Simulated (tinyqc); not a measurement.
Comparisons within one model: Peierls distortion of a half-filled chain. A value that a table varies takes the place of the one given here.

Atoms move by +/- u, so bonds change by -/+ 2u and hoppings are t +/- 2 al u. Bands E = -/+ sqrt((2 t cos x)^2 + D^2 sin^2 x) with D = 4 al u, x = k a in (0, pi/2); the gap is 2D. Energy per atom at zero temperature: E(u) = -mean_x sqrt(...) + 2 K u^2; exactly, the mean is (4t/pi) E(1 - z^2), z = D/2t, E the complete elliptic integral of the second kind with parameter m. Coupling lambda = 2 al^2/(pi t K).

Constants: kB = 8.617333262e-05 eV/K.

Inputs chosen for the exercise: t = 2.02 eV (hopping of the even chain); al = 3.5 eV/angstrom (change of hopping with bond length); K = 20.1 eV/angstrom^2 (spring constant of a bond).

## Energy against distortion

Exact means; both parts are counted from u = 0.

Energies per atom:
```
u (angstrom)  gap (eV)  electrons (meV)  springs (meV)  total (meV)
0.0032           0.090            -0.85           0.41        -0.44
0.0080           0.224            -4.42           2.57        -1.85
0.0161           0.451           -15.12          10.42        -4.70
0.0241           0.675           -30.28          23.35        -6.93
0.0321           0.899           -49.23          41.42        -7.81
0.0401           1.123           -71.43          64.64        -6.79
0.0482           1.350           -96.80          93.39        -3.41
0.0562           1.574          -124.40         126.97         2.57
0.0706           1.977          -179.65         200.37        20.72
```

How do the results move?

The ratio of electronic gain to elastic cost is 2.07 in the first row and 0.90 in the last: the gain goes as u^2 ln(1/u), so it wins at small u for any K. The total is lowest at u = 0.0321 angstrom and turns positive between 0.0482 and 0.0562.

## A coarse mesh hides or distorts the instability

u0 from the gap equation K = 4 al^2 mean(sin^2 x/|E|) on the mesh x_j = (j + 1/2) pi/(2N); 0 where it has no root.

Results:
```
N     u0 (angstrom)  gap (eV)  smallest |E| at u = 0 (eV)
1            0.0000     0.000                       2.857
2            0.0000     0.000                       1.546
3            0.0000     0.000                       1.046
4            0.0000     0.000                       0.788
6            0.0275     0.769                       0.527
8            0.0307     0.860                       0.396
12           0.0319     0.894                       0.264
20           0.0321     0.899                       0.159
40           0.0321     0.899                       0.079
4000         0.0321     0.899                       0.001
```

What can be read from the table?

For N = 1, 2, 3 and 4 no distortion is found: the mesh leaves its own gap at u = 0, which cuts off the logarithm. u0 is within 1 % of the last row from N = 12 on; the mesh must resolve D = 0.450 eV, and the coherence length xi/a = 2t/D is 9.0.

## Closing of the gap with temperature

The gap equation gains the factor tanh(|E|/2kT); 4000 points; Tp is where its root reaches zero.

Results:
```
T/Tp  T (K)  u (angstrom)   u/u0
0.20    581        0.0321  1.000
0.40   1162        0.0317  0.986
0.60   1743        0.0292  0.909
0.70   2034        0.0267  0.832
0.80   2324        0.0230  0.715
0.90   2615        0.0170  0.530
0.95   2760        0.0123  0.383
0.99   2876        0.0056  0.174
```

Tp = 2905 K

What can be read from the table?

D(0)/(kB Tp) = 1.796, against 1.764 at weak coupling. u/u0 is 0.909 at 0.6 Tp and 0.530 at 0.9 Tp, and near Tp it goes as sqrt(1 - T/Tp): 2.20 between the last two rows against sqrt(5) = 2.24. In a single chain fluctuations forbid this transition; coupling between chains sets the real one, far lower.

## What moves the distortion

Exact means. Each row changes one parameter from the base and keeps the others.

Results:
```
case                     lambda  u0 (angstrom)  gap (eV)  E(u0) - E(0) (meV)
base                     0.1921         0.0321     0.899               -7.81
t = 2.121 eV             0.1829         0.0295     0.825               -6.29
al = 3.675 eV/angstrom   0.2118         0.0394     1.157              -12.82
K = 21.11 eV/angstrom^2  0.1829         0.0281     0.786               -5.99
```

How do the results move?

The largest shifts from the base row, up to three for each result and ties (the steps differ in size, so this ranks the rows, not the parameters). lambda: al +0.0197, K -0.0092, t -0.0091. u0 (angstrom): al +0.0072, K -0.0041, t -0.0026. gap (eV): al +0.258, K -0.113, t -0.074. E(u0) - E(0) (meV): al -5.01, K +1.83, t +1.52.

tinyqc: `OMP_NUM_THREADS=1 python tinyqc.py 1651774 1651775 out.jsonl`; about 0.07 s, one thread, shared Intel(R) Xeon(R) Processor @ 2.30GHz.
